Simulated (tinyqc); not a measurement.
Rectangular fin or nanosheet with a gate all round, subbands and threshold shift from confinement: one step of the calculation.

Undoped body with a flat potential across it, hard walls, transport along x. One isotropic valley (g = 1, mx = my = mz = me). Non-parabolicity enters the subband edges through E (1 + al E) = gamma, so E = 2 gamma/(1 + sqrt(1 + 4 al gamma)); motion within a subband is taken as parabolic with the band-edge mass. Energies are counted from the bulk band edge.

Task. Threshold shift. Each subband has N_k = g sqrt(2 mx m0 kB T/(pi hbar^2)); without degeneracy n = exp(EF/Vt) sum N_k exp(-E_k/Vt). Classical value Nc times t H, Nc = sum over valleys of 2 g (m m0 kB T/(2 pi hbar^2))^1.5 with m = (mx my mz)^(1/3). Threshold shift dVT = Vt ln(classical value/sum N_k exp(-E_k/Vt)). Use the subbands listed.

Inputs (values chosen for the exercise); masses close to those of InAs: temperature T = 77 K; mass at the band edge me = 0.0234 m0; width (along y) t = 13.3 nm; height (along z) H = 26.6 nm.

Constants: q = 1.602176634e-19 C, kB = 1.380649e-23 J/K, hbar = 1.054571817e-34 J s, m0 = 9.1093837015e-31 kg, Vt = kB T/q. Results are converted to the units shown.

```
subband     E_k (eV)  N_k (cm^-1)
1,1      0.091132868  3.6016651e5
1,2       0.13354124  3.6016651e5
1,3       0.19381963  3.6016651e5
2,1       0.23587436  3.6016651e5
1,4       0.26484371  3.6016651e5
2,2       0.26484371  3.6016651e5
```

Find: shares; sum N_k exp(-E_k/Vt); Nc; classical value; dVT.

Result.

shares, subband 1,1 to 2,2 (%): 99.83  0.17  0.00  0.00  0.00  0.00
sum N_k exp(-E_k/Vt) = 0.3912 cm^-1
Nc = 1.168e16 cm^-3
classical value = 4.132e4 cm^-1
dVT = 76.76 mV

Range of the model: Non-parabolicity also makes carriers heavier within each subband, which is left out, so densities of states are understated at high energy.

Program tinyqc, `OMP_NUM_THREADS=1 python tinyqc.py 2350087 2350088 out.jsonl`; Intel Xeon 2.30GHz, shared host, one thread, about 0.09 s.
